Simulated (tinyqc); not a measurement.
Holstein polaron on two sites: one step, computed by the program tinyqc.

One electron on sites 1 and 2: H = -t (c1+ c2 + c2+ c1) + hbar omega sum_i b_i+ b_i - g hbar omega sum_i n_i (b_i + b_i+). The symmetric phonon shifts the energy by -g^2 hbar omega/2 and drops out; with b = (b_1 - b_2)/sqrt(2) there remains H = -t sigma_x + hbar omega b+ b - (g hbar omega/sqrt(2)) sigma_z (b + b+). Parity splits it into blocks p = +1 and -1 over phonon numbers n. Zero-point energies are left out. Weights Z refer to mode b alone; the displaced symmetric mode multiplies the full zero-phonon weight by exp(-g^2/2).

Problem. Levels in the small basis. Diagonalise H; the eigenvector has its largest component positive; Z is the weight of n = 0.

H, even block (meV):
$$\begin{pmatrix}
-2.23185 & -2.35891 & 0.00000 & 0.00000 \\
-2.35891 & 25.76815 & -3.33600 & 0.00000 \\
0.00000 & -3.33600 & 45.76815 & -4.08575 \\
0.00000 & 0.00000 & -4.08575 & 73.76815
\end{pmatrix}$$

Give: levels; lowest eigenvector; Z in the small basis.

Solution.

levels (meV): [-2.431, 25.413, 45.733, 74.357]

lowest eigenvector: [0.99644, 0.08405, 0.00584, 0.00031]

Z in the small basis = 0.99290
